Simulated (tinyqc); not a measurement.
What each parameter does: five-level k.p model folded onto the conduction band.

Second-order sums for the lowest conduction level at E: 1/m = 1 + Cm + (Ep/3)(2/E + 1/(E + Dso)) - (Ep2/3)(2/(E7 + D2 - E) + 1/(E7 - E)); g/2 = 1 + Cg - (Ep/3)(1/E - 1/(E + Dso)) - (Ep2/3)(1/(E7 - E) - 1/(E7 + D2 - E)). E is counted from the top of the valence band; E = Eg at the edge.

Values chosen for the exercise (near those of InAs; the results hold for these values, not for the real material): Eg = 0.42 eV (gap at Gamma to the s-like level); Dso = 0.39 eV (spin-orbit splitting); Ep = 21.4 eV (Kane energy); E7 = 4.55 eV (upper Gamma7 conduction level, from the valence top); D2 = 0.15 eV (its spin-orbit splitting, Gamma8 above Gamma7); Ep2 = 4.2 eV (Kane energy to the upper levels); Cm = -1 (remote term in 1/m); Cg = -0.02 (remote term in g/2).

Mass and g at E = Eg.

One parameter was then changed.

Results before and after:
```
case      m (m0)         g
base     0.02393  -14.4188
changed  0.02394  -14.4165
```

Which of these changes was made? (a) D2 = 0.135 eV; (b) Ep2 = 4.62 eV; (c) Dso = 0.429 eV; (d) E7 = 4.095 eV; (e) Eg = 0.462 eV; (f) Ep = 23.54 eV.

Answer: (a) D2 = 0.135 eV. Of the candidates, run in turn, only this one gives the changed row.

All candidates:
```
case             m (m0)         g
base            0.02393  -14.4188
Eg = 0.462 eV   0.02614  -12.1996
Dso = 0.429 eV  0.02417  -15.2279
Ep = 23.54 eV   0.02171  -16.0544
E7 = 4.095 eV   0.02400  -14.4250
D2 = 0.135 eV   0.02394  -14.4165
Ep2 = 4.62 eV   0.02399  -14.4212
```

Program tinyqc; command `OMP_NUM_THREADS=1 python tinyqc.py 1051106 1051107 out.jsonl`; about 0.01 s on one thread of a shared Intel(R) Xeon(R) Processor @ 2.30GHz.
